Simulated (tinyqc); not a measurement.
Inside a calculation. Method: CID on RHF in the 6-311g basis, for H2, spin multiplicity 1. One step of it, computed by the program tinyqc.

Task: CID: determinants and Hamiltonian. Slater-Condon rules over spin orbitals, with the nuclear repulsion added and E(HF) subtracted on the diagonal. Only determinants linked to the reference directly or through others are kept (one block of an abelian symmetry group), so some states are absent.

one-electron integrals over orbitals h = C^T H C (hartree):
```
[[-1.064828, 0.000000, 0.116276, 0.000000, 0.000000, 0.054188],
 [0.000000, -0.560736, 0.000000, 0.202449, 0.031975, 0.000000],
 [0.116276, 0.000000, -0.318183, 0.000000, 0.000000, -0.129463],
 [0.000000, 0.202449, 0.000000, -0.258763, -0.189541, 0.000000],
 [0.000000, 0.031975, 0.000000, -0.189541, 1.435956, 0.000000],
 [0.054188, 0.000000, -0.129463, 0.000000, 0.000000, 1.560672]]
```

Two-electron integrals over orbitals (pq|rs), unique and non-zero (hartree):
```
(11|11) 0.552036    (21|21) 0.080966    (22|11) 0.375706    (22|22) 0.323588
(31|11) -0.116276   (31|22) -0.043814   (31|31) 0.053493    (32|21) 0.008637
(32|32) 0.027587    (33|11) 0.352812    (33|22) 0.283921    (33|31) -0.040004
(33|33) 0.280831    (41|21) -0.076477   (41|32) 0.013931    (41|41) 0.091733
(42|11) -0.139463   (42|22) -0.065328   (42|31) 0.050689    (42|33) -0.053475
(42|42) 0.068079    (43|21) 0.056794    (43|32) 0.011337    (43|41) -0.051309
(43|43) 0.046880    (44|11) 0.440991    (44|22) 0.337027    (44|31) -0.078641
(44|33) 0.303288    (44|42) -0.099609   (44|44) 0.382062    (51|21) -0.028365
(51|32) 0.021060    (51|41) 0.050617    (51|43) -0.027504   (51|51) 0.069552
(52|11) -0.030170   (52|22) 0.002803    (52|31) 0.025463    (52|33) -0.007242
(52|42) 0.015675    (52|44) -0.022380   (52|52) 0.032234    (53|21) 0.035394
(53|32) -0.010760   (53|41) -0.046564   (53|43) 0.024820    (53|51) -0.039977
(53|53) 0.031123    (54|11) 0.120079    (54|22) 0.044651    (54|31) -0.055649
(54|33) 0.046259    (54|42) -0.055014   (54|44) 0.086275    (54|52) -0.042527
(54|54) 0.080954    (55|11) 0.576687    (55|22) 0.392165    (55|31) -0.136120
(55|33) 0.358114    (55|42) -0.160317   (55|44) 0.475583    (55|52) -0.066089
(55|54) 0.178266    (55|55) 0.699239    (61|11) -0.054188   (61|22) -0.020783
(61|31) 0.035211    (61|33) -0.017220   (61|42) 0.032937    (61|44) -0.051210
(61|52) 0.039364    (61|54) -0.063705   (61|55) -0.123462   (61|61) 0.067341
(62|21) -0.017046   (62|32) 0.009673    (62|41) 0.028059    (62|43) -0.017894
(62|51) 0.039648    (62|53) -0.021414   (62|62) 0.024822    (63|11) 0.082337
(63|22) 0.040529    (63|31) -0.033389   (63|33) 0.031372    (63|42) -0.038259
(63|44) 0.063280    (63|52) -0.020666   (63|54) 0.047176    (63|55) 0.120151
(63|61) -0.037761   (63|63) 0.031835    (64|21) 0.036705    (64|32) -0.020777
(64|41) -0.056720   (64|43) 0.028080    (64|51) -0.062042   (64|53) 0.040350
(64|62) -0.036490   (64|64) 0.062649    (65|21) 0.123660    (65|32) -0.016001
(65|41) -0.144416   (65|43) 0.092104    (65|51) -0.116178   (65|53) 0.090586
(65|62) -0.067840   (65|64) 0.120403    (65|65) 0.296826    (66|11) 0.584970
(66|22) 0.387626    (66|31) -0.137387   (66|33) 0.361943    (66|42) -0.163036
(66|44) 0.475953    (66|52) -0.068268   (66|54) 0.179557    (66|55) 0.696945
(66|61) -0.116460   (66|63) 0.118043    (66|66) 0.706075
```

nuclear repulsion = 0.49409637 hartree

Hartree-Fock energy = -1.08352389 hartree

Give: determinants; H - E(HF) between determinants.

Result:

Occupation strings over the orbitals (2 doubly, a alpha, b beta, 0 empty; spin orbitals ordered 1a 1b 2a 2b ...): 200000 020000 0a0b00 0a00b0 002000 00a00b 0b0a00 000200 000ab0 0b00a0 000ba0 000020 00b00a 000002

H - E(HF) between determinants (hartree), order 200000, 020000, 0a0b00, 0a00b0, 002000, 00a00b, 0b0a00, 000200, 000ab0, 0b00a0, 000ba0, 000020, 00b00a, 000002:
```
[[0.0000, 0.0810, -0.0765, -0.0284, 0.0535, 0.0352, 0.0765, 0.0917, 0.0506, 0.0284, -0.0506, 0.0696, -0.0352, 0.0673],
 [0.0810, 0.7797, 0.1371, 0.0348, 0.0276, 0.0097, -0.1371, 0.0681, 0.0157, -0.0348, -0.0157, 0.0322, -0.0097, 0.0248],
 [-0.0765, 0.1371, 1.0951, -0.1449, 0.0113, -0.0208, -0.0681, 0.1028, -0.0550, -0.0157, -0.0096, -0.0425, 0.0179, -0.0365],
 [-0.0284, 0.0348, -0.1449, 2.8450, -0.0108, -0.0160, -0.0157, -0.0550, 0.0421, -0.0322, 0.0425, -0.0341, 0.0214, -0.0678],
 [0.0535, 0.0276, 0.0113, -0.0108, 1.2221, -0.0981, -0.0113, 0.0469, 0.0248, 0.0108, -0.0248, 0.0311, 0.0981, 0.0318],
 [0.0352, 0.0097, -0.0208, -0.0160, -0.0981, 3.1821, 0.0179, 0.0281, 0.0921, 0.0214, -0.0403, 0.0906, -0.0318, -0.0114],
 [0.0765, -0.1371, -0.0681, -0.0157, -0.0113, 0.0179, 1.0951, -0.1028, -0.0096, -0.1449, -0.0550, 0.0425, -0.0208, 0.0365],
 [0.0917, 0.0681, 0.1028, -0.0550, 0.0469, 0.0281, -0.1028, 1.4422, -0.1033, 0.0550, 0.1033, 0.0810, -0.0281, 0.0626],
 [0.0506, 0.0157, -0.0550, 0.0421, 0.0248, 0.0921, -0.0096, -0.1033, 3.2304, 0.0425, -0.0810, -0.0113, -0.0403, 0.1204],
 [0.0284, -0.0348, -0.0157, -0.0322, 0.0108, 0.0214, -0.1449, 0.0550, 0.0425, 2.8450, 0.0421, 0.0341, -0.0160, 0.0678],
 [-0.0506, -0.0157, -0.0096, 0.0425, -0.0248, -0.0403, -0.0550, 0.1033, -0.0810, 0.0421, 3.2304, 0.0113, 0.0921, -0.1204],
 [0.0696, 0.0322, -0.0425, -0.0341, 0.0311, 0.0906, 0.0425, 0.0810, -0.0113, 0.0341, 0.0113, 5.1488, -0.0906, 0.2968],
 [-0.0352, -0.0097, 0.0179, 0.0214, 0.0981, -0.0318, -0.0208, -0.0281, -0.0403, -0.0160, 0.0921, -0.0906, 3.1821, 0.0114],
 [0.0673, 0.0248, -0.0365, -0.0678, 0.0318, -0.0114, 0.0365, 0.0626, 0.1204, 0.0678, -0.1204, 0.2968, 0.0114, 5.4050]]
```
